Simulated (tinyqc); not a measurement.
Against doping: dopants and charged point defects at anneal temperature: Fermi-level effect, clustering and pairing. Computed by tinyqc, a small Python program. Command: `OMP_NUM_THREADS=1 python tinyqc.py 3011512 3011513 out.jsonl pairing walk`. One thread of a shared host (Intel(R) Xeon(R) Processor @ 2.30GHz), about 0.02 s of CPU time with the checks.

Boltzmann statistics and full ionisation of active dopants. Energies are counted from the valence band; the defect (a vacancy or self-interstitial) has five charge states, with all degeneracy factors one.

Inputs (values chosen for the exercise, with bands modelled on GaAs):

| quantity | value | unit |
|---|---|---|
| gap at 0 K E_g0 | 1.53 | eV |
| Varshni alpha | 0.000547 | eV/K |
| Varshni beta | 198 | K |
| electron mass m_e | 0.0674 | m_0 |
| valleys M_c | 1 | - |
| hole mass m_h | 0.538 | m_0 |
| anneal temperature T | 1070 | K |
| total dopant density N | 9e+19 | cm^-3 |
| formation enthalpy of the neutral defect H_f | 3.05 | eV |
| formation entropy S_f | 9.2 | k_B |
| site density N_s | 3.4e+22 | cm^-3 |
| dopant atoms per cluster k | 3 | - |
| cluster binding energy E_b | 2.06 | eV |

Dopant: donor. Second part: clustering of the dopant.

defect levels as fractions of E_g(T): (2+/+), (+/0), (0/-), (-/2-): 0.14  0.16  0.67  0.89

Constants: m_0 = 9.1093837015e-31 kg; k_B = 1.380649e-23 J/K; h = 6.62607015e-34 J s; k_B = 8.617333262e-05 eV/K.

Method:
- E_g = E_g0 - alpha T^2/(T + beta).
- N_c = 2 M_c (2 pi m_e k_B T/h^2)^(3/2) and N_v = 2 (2 pi m_h k_B T/h^2)^(3/2), masses in units of m_0.
- n_i = sqrt(N_c N_v) exp(-E_g/2 k_B T); E_i = E_g/2 + (k_B T/2) ln(N_v/N_c).
- n = A/2 + sqrt(A^2/4 + n_i^2) for an active density A.
- k ionised dopants and k carriers form one neutral cluster: C = N_s (A/N_s)^k (n/N_b)^k exp(E_b/k_B T), N_b the effective density of states of the majority band, and N = A + k C (60 bisections in ln A between ln N - 90 and ln N).
- chi = n/n_i (for acceptors n_i/p); E_F = E_i + k_B T ln chi; field enhancement h = 1 + A/sqrt(A^2 + 4 n_i^2).
- C_0 = N_s exp(S_f/k_B) exp(-H_f/k_B T). Ratios to the neutral state at E_F = E_i: r_+ = exp((E(+/0) - E_i)/k_B T), r_2+ = r_+ exp((E(2+/+) - E_i)/k_B T), r_- = exp((E_i - E(0/-))/k_B T), r_2- = r_- exp((E_i - E(-/2-))/k_B T); at other E_F state q scales as chi^(-q). The enhancement is sum r_q chi^(-q)/sum r_q. The charge on the defects is left out of neutrality.
- chi = n/n_i; h = 1 + A/sqrt(A^2 + 4 n_i^2); the dopant diffusivity over its intrinsic value is D/D_i = enhancement x h x A/N, if every charge state carries the dopant equally well.

E_g = 1.03610 eV

k_B T = 0.0922055 eV

n_i = 5.09900e+16 cm^-3

E_i = 0.661700 eV

effective density of states N_b of the majority band = 2.95771e+18 cm^-3

neutral defects C_0 = 1.44966e+12 cm^-3

Charge states:

| state | ratio r | intrinsic (cm^-3) | doped (cm^-3) |
|---|---|---|---|
| 2+ | 1.70110e-05 | 2.46601e+07 | 1.14959e+04 |
| + | 4.61494e-03 | 6.69008e+09 | 1.44446e+08 |
| 0 | 1.00000e+00 | 1.44966e+12 | 1.44966e+12 |
| - | 7.03025e-01 | 1.01914e+12 | 4.72021e+13 |
| 2- | 4.17171e-02 | 6.04754e+10 | 1.29727e+14 |

Trend at the anneal temperature:

| N (cm^-3) | active A (cm^-3) | chi | defect enhancement | mean charge | D/D_i |
|---|---|---|---|---|---|
| 1.50e+15 | 1.5000e+15 | 1.015 | 1.007 | -0.4513 | 1.021 |
| 6.60e+15 | 6.6000e+15 | 1.067 | 1.030 | -0.4665 | 1.096 |
| 2.80e+16 | 2.8000e+16 | 1.312 | 1.142 | -0.5317 | 1.444 |
| 1.20e+17 | 1.2000e+17 | 2.721 | 1.843 | -0.7845 | 3.247 |
| 5.20e+17 | 5.1075e+17 | 10.116 | 7.077 | -1.2639 | 13.768 |
| 2.30e+18 | 1.1462e+18 | 22.523 | 21.720 | -1.5306 | 21.605 |
| 9.70e+18 | 1.5872e+18 | 31.160 | 36.247 | -1.6230 | 11.850 |
| 4.20e+19 | 2.0705e+18 | 40.631 | 56.268 | -1.6895 | 5.544 |
| 1.80e+20 | 2.6549e+18 | 52.086 | 86.200 | -1.7439 | 2.542 |

Well below n_i = 5.10e16 cm^-3 chi and the enhancement are near 1. At any doping d ln(enhancement)/d ln chi equals minus the mean charge, which goes from -0.45 to -1.74 over the rows. Clustering bends A over: its exponent in N falls to 0.17, towards 1/(2k) = 0.167, and D/D_i peaks at N = 2.3e18 cm^-3.

Extremes, crossings and ranges named in words are read from the listed rows.
